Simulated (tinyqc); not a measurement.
What each parameter does: Kronig-Penney superlattice by transfer matrices.

Wells (width a, potential 0, mass mw) alternate with barriers (width b, height V0, mass mb); period d = a + b; c = hbar^2/2m0. The vector (psi, psi'/m) is continuous, and a layer of thickness t carries it by M = [[cos kt, (m/k) sin kt], [-(k/m) sin kt, cos kt]] with k = sqrt(m (E - V)/c); for E < V, k = i kappa gives [[cosh, (m/kappa) sinh], [(kappa/m) sinh, cosh]] of kappa t. A Bloch state obeys cos(q d) = tr(Mb Mw)/2.

Constants: hbar^2/2m0 = 3.80998211 eV angstrom^2.

Values chosen for the exercise (near those of a GaAs superlattice with barriers of AlGaAs; the results hold for these values, not for the real material):
- a = 55 angstrom (well width)
- b = 44 angstrom (barrier width)
- V0 = 0.17 eV (barrier height)
- mw = 0.0653 m0 (mass in the wells)
- mb = 0.0844 m0 (mass in the barriers)

Bottom and width of the first miniband, the gap above it, and m_z = -2 c f'/d^2 with f = tr M/2.

One parameter was then changed.

Results before and after:

| case | bottom (eV) | width (meV) | gap (meV) | m_z (m0) |
|---|---|---|---|---|
| base | 0.0520 | 16.5 | 109.2 | 0.1200 |
| changed | 0.0467 | 13.6 | 103.3 | 0.1268 |

Which of these changes was made? (a) V0 = 0.196 eV; (b) b = 37 angstrom; (c) mw = 0.0588 m0; (d) a = 61 angstrom; (e) mb = 0.0717 m0.

Answer: (d) a = 61 angstrom. Of the candidates, run in turn, only this one gives the changed row.

All candidates:

| case | bottom (eV) | width (meV) | gap (meV) | m_z (m0) |
|---|---|---|---|---|
| base | 0.0520 | 16.5 | 109.2 | 0.1200 |
| a = 61 angstrom | 0.0467 | 13.6 | 103.3 | 0.1268 |
| b = 37 angstrom | 0.0491 | 23.6 | 105.8 | 0.1036 |
| V0 = 0.196 eV | 0.0568 | 14.1 | 122.9 | 0.1349 |
| mw = 0.0588 m0 | 0.0530 | 17.5 | 114.6 | 0.1131 |
| mb = 0.0717 m0 | 0.0532 | 20.6 | 103.8 | 0.1005 |

Run: tinyqc, `OMP_NUM_THREADS=1 python tinyqc.py 1252288 1252289 out.jsonl`; Intel(R) Xeon(R) Processor @ 2.30GHz, one thread, shared host; about 0.06 s of CPU time with all checks.
